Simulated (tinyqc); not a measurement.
Strain, valley repopulation and piezoresistance in a many-valley conduction band: one step, computed by the program tinyqc. Command: `OMP_NUM_THREADS=1 python tinyqc.py 3027130 3027131 out.jsonl valleys walk`. One thread of a shared host (Intel(R) Xeon(R) Processor @ 2.30GHz), about 0.01 s of CPU time with the checks.

Valleys are ellipsoids with mass m_l along the axis a and m_t across it, parabolic, with one constant relaxation time; strain shifts the valleys and leaves the masses alone. Currents are taken along [100], along the load, and along [010], across the load.

Problem. Valley shifts. Herring-Vogt shift of a valley with unit axis a: dE = Xi_d tr(e) + Xi_u a.e.a.

Inputs (values chosen for the exercise, for a model crystal): shear deformation potential Xi_u = 21 eV; dilation deformation potential Xi_d = -3.1 eV.

Valley axes: <111> (4 valleys). Load: uniaxial [100].

strain tensor (%):
```
            x            y            z
x  0.08846306   0.00000000   0.00000000
y  0.00000000  -0.02351902   0.00000000
z  0.00000000   0.00000000  -0.02351902
```

Give: shifts dE; splitting (highest minus lowest).

Solution.

shifts dE (meV): [111] 1.616, [-111] 1.616, [1-11] 1.616, [11-1] 1.616

splitting (highest minus lowest) = 0 meV

All valleys make the same angle with this load, so they shift alike and nothing repopulates.
